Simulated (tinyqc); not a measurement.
# Ballistic Schottky-barrier transistor with a one-dimensional channel, WKB contacts: effects of single changes

Source Fermi level 0, drain Fermi level -Vd. Far from the contacts Ec = pn - psi, and the gate moves psi one to one; the band edges relax as exp(-x/lam) from pn at the source and pn - Vd at the drain; Ev = Ec - Eg. A carrier of energy w inside the channel band meets at a contact a barrier of height D (the contact edge beyond the channel edge): T = 1 for w >= D, else exp(-S), S = 4 lam sqrt(m/C) [sqrt(D - w) - sqrt(w) arctan sqrt((D - w)/w)], C = hbar^2/(2 m0). The two contacts combine as Ts Td/(Ts + Td - Ts Td).

Values chosen for this exercise; channel values close to those of a silicon nanowire with silicide contacts:
```
symbol  value  unit                                    meaning
T         300     K                                temperature
Eg       1.12    eV                                   band gap
pn       0.79    eV     barrier for electrons at both contacts
mn       0.21    m0                              electron mass
mp       0.26    m0                                  hole mass
g           2                              valleys or subbands
lam       2.1    nm           screening length at the contacts
Vd       0.05     V                                 drain bias
ps       0.86     V  band shift psi of the channel by the gate
```

Constants: q = 1.602176634e-19 C, kB = 1.380649e-23 J/K, hbar = 1.054571817e-34 J s, h = 6.62607015e-34 J s, m0 = 9.1093837015e-31 kg, Vt = kB T/q, hbar^2/(2 m0) = 0.0380998212 eV nm^2. Results are converted to the units shown.

Each table varies one quantity; the others keep the values above.

## Effect of the drain bias on the off state

I = g (2 q^2/h) int T(w) [f(Es + w) - f(Ed + w)] dw, f(y) = 1/(1 + exp(y/Vt)). Electrons: Ds = psi, Dd = psi - Vd, Es = Ec, Ed = Ec + Vd. Holes: Ds = -psi, Dd = Vd - psi, Es = -Ev, Ed = -Ev - Vd. The size of each current is taken; both flow from drain to source and add. The integrals are converged. For each Vd, psi is set to the minimum of I.

Effect of the drain bias on the off state:
```
Vd (V),psi at the minimum (V),smallest I (uA)
0.05,0.338,3.73e-10
0.21,0.429,6.05e-9
0.37,0.523,7.50e-8
0.53,0.617,9.59e-7
0.68,0.704,1.08e-5
0.84,0.766,8.80e-5
1,0.838,5.28e-4
```

Read the table: what changes, and by how much?

The smallest current rises from 3.73e-10 to 5.28e-4 uA, 4.86 decades a volt between the last two rows, and the minimum moves by 0.53 V a volt over the table: a larger Vd lets holes enter from the drain while electrons still enter from the source.

## Effect of the screening length

Same model as above.

Result of one run:
```
lam (nm),current of the electrons (uA),share over the barriers (%),|d psi/d log10| of this current (mV/decade)
8,7.020e-10,0.02613,183.7
```

What becomes of these results when the screening length at the contacts lam is changed from 8 to 6.9 nm, all else the same?

Result of the changed run:
```
lam (nm),current of the electrons (uA),share over the barriers (%),|d psi/d log10| of this current (mV/decade)
6.9,2.472e-9,0.007421,159.1
```

The whole series:
```
lam (nm),current of the electrons (uA),share over the barriers (%),|d psi/d log10| of this current (mV/decade)
0.5,0.2448,7.493e-11,190.8
1.6,0.001509,1.216e-8,113.3
2.6,3.325e-5,5.518e-7,100.7
3.7,1.116e-6,1.644e-5,105.4
4.8,7.980e-8,2.299e-4,119.7
5.9,1.048e-8,0.001750,138.9
6.9,2.472e-9,0.007421,159.1
8,7.020e-10,0.02613,183.7
```

The current falls from 0.245 to 7.02e-10 uA, while the share over the barriers rises from 7.49e-11 to 0.0261 %: the thermionic part does not depend on lam, and a thinner barrier adds tunnelling. The swing goes from 191 through a minimum of 101 (at lam = 2.6 nm among the rows listed) to 184 mV/decade.

Range of the model: No scattering, image-force lowering, channel charge or band-to-band tunnelling; parabolic kappa overstates S deep in the gap.

Computed by the program tinyqc: `OMP_NUM_THREADS=1 python tinyqc.py 2390151 2390152 out.jsonl`, one thread of a shared Intel Xeon 2.30GHz, about 0.06 s for the whole run.
